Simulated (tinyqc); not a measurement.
Conductivity against oxygen pressure: defect equilibria of an oxide against oxygen pressure (mass action). Computed by tinyqc, a small Python program. Command: `OMP_NUM_THREADS=1 python tinyqc.py 3013583 3013584 out.jsonl brouwer walk`. One thread of a shared host (Intel(R) Xeon(R) Processor @ 2.30GHz), about 0.01 s of CPU time with the checks.

Defects: oxygen vacancies V (charge +2), electrons n, holes p, the ionic partner X = O_i'' (charge -2). Activities are taken equal to concentrations.

Inputs (values chosen for the exercise, for a model oxide):

| quantity | value | unit |
|---|---|---|
| reduction enthalpy H_r | 3.28 | eV |
| prefactor K_r0 | 2.3e+68 | cm^-9 atm^(1/2) |
| gap E_g | 3.24 | eV |
| prefactor N_c N_v | 1.4e+41 | cm^-6 |
| disorder enthalpy H_s | 4.2 | eV |
| prefactor K_s0 | 2e+44 | cm^-6 |
| temperature T | 1200 | K |
| electron mobility mu_n | 0.082 | cm^2/(V s) |
| hole mobility mu_p | 0.01 | cm^2/(V s) |
| vacancy diffusion prefactor D_0 | 0.13 | cm^2/s |
| vacancy migration energy E_m | 0.64 | eV |

Ionic disorder: anion Frenkel. Dopant (singly charged, fully ionised): none.

Constants: k_B = 8.617333262e-05 eV/K; e = 1.602176634e-19 C.

Method:
- K_r = K_r0 exp(-H_r/k_B T) = [V] n^2 P^(1/2); K_i = N_c N_v exp(-E_g/k_B T) = n p; K_s = K_s0 exp(-H_s/k_B T) = [X] [V].
- Neutrality: 2 [V] + p = n + 2 [X]. With n as the unknown, [V] = K_r/(n^2 P^(1/2)), p = K_i/n, [X] = K_s/[V]; the log ratio is ln(positive/negative).
- The root is found by 60 bisections in ln n between n = 1e-10 and 1e25 cm^-3.
- sigma_n = e n mu_n, sigma_p = e p mu_p, sigma_ion = 2 e [V] mu_V with mu_V = 2 e D/(k_B T) and D = D_0 exp(-E_m/k_B T); only the oxygen vacancies carry ionic current, and the ionic transport number is sigma_ion over the total.

K_r = 3.85775e+54 cm^-9 atm^(1/2)

K_i = 3.45722e+27 cm^-6

K_s = 4.58993e+26 cm^-6

Log10 of the conductivities in S/cm:

| log10 P (atm) | n-type | p-type | ionic | total | ionic transport number |
|---|---|---|---|---|---|
| -16 | 1.0810 | -14.219 | -0.1203 | 1.1075 | 0.059187 |
| -12 | 0.4143 | -13.552 | -0.7870 | 0.4408 | 0.059187 |
| -8 | -0.2524 | -12.886 | -1.4536 | -0.2259 | 0.059187 |
| -4 | -0.9190 | -12.219 | -2.1203 | -0.8925 | 0.059187 |
| 0 | -1.5857 | -11.552 | -2.7870 | -1.5592 | 0.059187 |

What follows from these numbers?

The ionic transport number stays at or below about 0.059: no electrolytic window. The total has no minimum inside this range.

Extremes, crossings and ranges named in words are read from the listed rows.
